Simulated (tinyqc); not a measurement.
Worked calculation: out-diffusion of a doped substrate or buried layer into a growing epitaxial film. Computed by tinyqc, a small Python program that keeps every step. Command: `OMP_NUM_THREADS=1 python tinyqc.py 3009328 3009329 out.jsonl buried walk`. One thread of a shared host (Intel(R) Xeon(R) Processor @ 2.30GHz), about 0.01 s of CPU time with the checks. Intermediate numbers are printed to about 6 digits and carried at full precision; extremes and crossings named in words are read from the listed rows.

x is counted from the original substrate surface into the film, whose surface moves as x = v t. Substrate dopant has one diffusivity; the dopant of the film is taken as uniform.

Inputs (values chosen for the exercise, modelled on boron in silicon): prefactor D0 = 0.887 cm^2/s; activation energy E = 3.48 eV; substrate concentration C_s = 2.7e+19 1/cm^3; film doping C_e = 3.4e+14 1/cm^3; growth rate v = 0.4 um/min; film thickness d = 2.6 um; growth temperature T = 1100 C; autodoping level at the start, as a share of C_s = 0.0003; decay length of autodoping = 0.14 um; later thermal budget (Dt)2 = 1.7e-11 cm^2.

Film doping: opposite type.

Constants: k_B = 8.617333262e-05 eV/K.

## Scales

D = D0 exp(-E/(k_B T)); growth time t = d/v; l = 2 sqrt(D t); growth number G = v t/l = d/l; 1 um = 1e-4 cm. Temperatures in kelvin are T(C) + 273.15.

diffusivity D = 1.49802e-13 cm^2/s

growth time t = 6.5 min

length l = 0.152870 um

growth number G = 17.0079

The surface outruns diffusion, so the film acts as an infinite medium.

## Moving boundary against the simple erfc

For a surface that grows from dopant-free material and loses none by evaporation, with u = x/l and s = G - u: C/C_s = (1/2) [erfc(u) + (1 + 4 G (G + s)) exp(4 G s) erfc(G + s) - (4G/sqrt(pi)) exp(-u^2)]; for large G it tends to (1/2) erfc(u). Early in the growth G = sqrt(v x_s/(4 D)) for the thickness x_s reached so far; rows give C at the interface (u = 0) and at the surface (u = G).

The first stage of growth:
```
G     C/C_s at the interface  C at the surface (1/cm^3)  simple erfc there (1/cm^3)    ratio  thickness x_s (nm)
0.10                0.824033                2.14265e+19                 1.19818e+19  1.78826         8.98814e-02
0.25                0.679673                1.48265e+19                 9.76959e+18  1.51762         5.61759e-01
0.50                0.577186                7.55619e+18                 6.47325e+18  1.16729         2.24703e+00
0.75                0.538076                3.55309e+18                 3.89940e+18  0.91119         5.05583e+00
1.00                0.520901                1.53333e+18                 2.12354e+18  0.72206         8.98814e+00
1.50                0.507942                2.16709e+17                 4.57581e+17  0.47360         2.02233e+01
2.00                0.503733                2.06724e+16                 6.31494e+16  0.32736         3.59526e+01
2.50                0.502020                1.29982e+15                 5.49385e+15  0.23660         5.61759e+01
3.00                0.501207                5.29278e+13                 2.98222e+14  0.17748         8.08932e+01
```

At the interface the value falls from 0.824 towards 1/2 as G grows; among these rows it is within 1 % of 1/2 from G = 2 on. At the surface the ratio to the simple erfc goes from 1.788 to 0.177: a fixed wall would double the value, while fresh undoped material dilutes a fast-moving surface. The surface value drops below C_e = 3.4e14 by the row at 80.9 nm; the finished film has G = 17.0. Caution: rows with a thickness or a length l = x_s/G below about 1 nm are formal for a continuum model.

## Transition width

After growth and the later budget: l2 = 2 sqrt(D t + (Dt)2); C(x) = (C_s/2) erfc(x/l2) + share x C_s exp(-x/decay length) for x > 0 (autodoping taken as unchanged by the later budget). The transition x_t solves C(x) = C_e, the metallurgical junction. Usable film = d - x_t. Also give x_t for the erfc term alone, after growth and after the later budget.

length l2 = 0.173693 um

x_t after growth, erfc alone = 0.455420 um

x_t after the later budget, erfc alone = 0.517454 um

x_t with autodoping = 0.537113 um

usable film = 2.06289 um

Solid-state diffusion sets the transition. The later budget is 0.29 times that of the growth. Caution: the substrate doping is comparable to or above the intrinsic density at growth temperature, so the diffusivity may be higher on that side.

## Profile in the film

Positions are 0.05, 0.2, 0.4, 0.6, 0.8, 1, 1.25 and 1.5 of x_t with autodoping (any beyond the film thickness are formal); net doping = |C - C_e|.

Concentrations (1/cm^3):
```
x/x_t    x (um)    diffusion   autodoping   net doping
0.05   0.026856  1.11634e+19  6.68615e+15  1.11697e+19
0.20   0.107423  5.15390e+18  3.76053e+15  5.15732e+18
0.40   0.214845  1.08328e+18  1.74588e+15  1.08469e+18
0.60   0.322268  1.17349e+17  8.10545e+14  1.17819e+17
0.80   0.429690  6.31508e+15  3.76306e+14  6.35138e+15
1.00   0.537113  1.65295e+14  1.74705e+14            0
1.25   0.671391  6.19679e+11  6.69515e+13  2.72429e+14
1.50   0.805669  7.27410e+08  2.56576e+13  3.14342e+14
```

Checks made by the program: conservation of dopant by the moving-boundary solution (relative difference below 1e-10).
